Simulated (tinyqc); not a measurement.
Ballistic Schottky-barrier transistor with a two-dimensional channel, WKB contacts: two steps of the calculation.

Source Fermi level 0, drain Fermi level -Vd. Far from the contacts Ec = pn - psi, and the gate moves psi one to one; the band edges relax as exp(-x/lam) from pn at the source and pn - Vd at the drain; Ev = Ec - Eg. A carrier of energy w inside the channel band meets at a contact a barrier of height D (the contact edge beyond the channel edge): T = 1 for w >= D, else exp(-S), S = 4 lam sqrt(m/C) [sqrt(D - w) - sqrt(w) arctan sqrt((D - w)/w)], C = hbar^2/(2 m0). The two contacts combine as Ts Td/(Ts + Td - Ts Td).

Values chosen for this exercise; channel values close to those of a black phosphorus layer:
- T = 300 K (temperature)
- Eg = 0.488 eV (band gap)
- pn = 0.21 eV (barrier for electrons at both contacts)
- mp = 0.14 m0 (hole mass)
- g = 1 (valleys or subbands)
- lam = 1.2 nm (screening length at the contacts)
- Vd = 0.7 V (drain bias)
- ps = 0.17 V (band shift psi of the channel by the gate)
- w0 = 0.26 eV (energy of one carrier inside the channel band)
- wm = 0.71 eV (upper end of the grid)
- nE = 15 (points of the grid)

Constants: q = 1.602176634e-19 C, kB = 1.380649e-23 J/K, hbar = 1.054571817e-34 J s, h = 6.62607015e-34 J s, m0 = 9.1093837015e-31 kg, Vt = kB T/q, hbar^2/(2 m0) = 0.0380998212 eV nm^2. Results are converted to the units shown.

Question 1. Transmission of one of the holes. S and T at both contacts for w = w0, and the tunnelling distance lam ln(D/w) at the higher barrier.

D for holes (eV): source -0.17000000, drain 0.53000000

Find: S at the source; S at the drain; combined T; tunnelling distance.

Answer 1.

S at the source = 0
S at the drain = 1.052
combined T = 0.3493
tunnelling distance = 0.8546 nm

Question 2. Current of the holes on a coarse grid. I/W = g (2 q^2/h) int T(w) [N(Es + w) - N(Ed + w)] dw with w the energy of motion along the channel, N(y) = (1/2 pi) sqrt(pi m kB T/C) Fm(-y/kB T), Fm(x) = (1/sqrt(pi)) int_0^infinity u^(-1/2)/(1 + exp(u - x)) du. Electrons: Ds = psi, Dd = psi - Vd, Es = Ec, Ed = Ec + Vd. Holes: Ds = -psi, Dd = Vd - psi, Es = -Ev, Ed = -Ev - Vd. The size of each current is taken; both flow from drain to source and add. Simpson's rule on nE equally spaced w from 0 to wm.

Wanted: w; Ts; Td; T; size of the supply difference; current.

Answer 2.

| point | w (eV) | Ts | Td | T | size of the supply difference (1/um) |
|---|---|---|---|---|---|
| 0 | 0.00000 | 1.0000 | 0.0012327 | 0.0012327 | 304.90 |
| 1 | 0.05071 | 1.0000 | 0.023125 | 0.023125 | 271.71 |
| 2 | 0.10143 | 1.0000 | 0.064096 | 0.064096 | 233.40 |
| 3 | 0.15214 | 1.0000 | 0.12902 | 0.12902 | 186.34 |
| 4 | 0.20286 | 1.0000 | 0.21927 | 0.21927 | 123.69 |
| 5 | 0.25357 | 1.0000 | 0.33330 | 0.33330 | 50.603 |
| 6 | 0.30429 | 1.0000 | 0.46641 | 0.46641 | 10.533 |
| 7 | 0.35500 | 1.0000 | 0.61065 | 0.61065 | 1.5968 |
| 8 | 0.40571 | 1.0000 | 0.75493 | 0.75493 | 0.22707 |
| 9 | 0.45643 | 1.0000 | 0.88475 | 0.88475 | 0.031980 |
| 10 | 0.50714 | 1.0000 | 0.97985 | 0.97985 | 0.0044980 |
| 11 | 0.55786 | 1.0000 | 1.0000 | 1.0000 | 6.3251e-4 |
| 12 | 0.60857 | 1.0000 | 1.0000 | 1.0000 | 8.8942e-5 |
| 13 | 0.65929 | 1.0000 | 1.0000 | 1.0000 | 1.2507e-5 |
| 14 | 0.71000 | 1.0000 | 1.0000 | 1.0000 | 1.7587e-6 |

current = 376.57 uA/um

Range of the model: No scattering, image-force lowering, channel charge or band-to-band tunnelling; parabolic kappa overstates S deep in the gap.

tinyqc, about 0.3 s, one thread, Intel Xeon 2.30GHz (shared host): `OMP_NUM_THREADS=1 python tinyqc.py 2390111 2390112 out.jsonl`
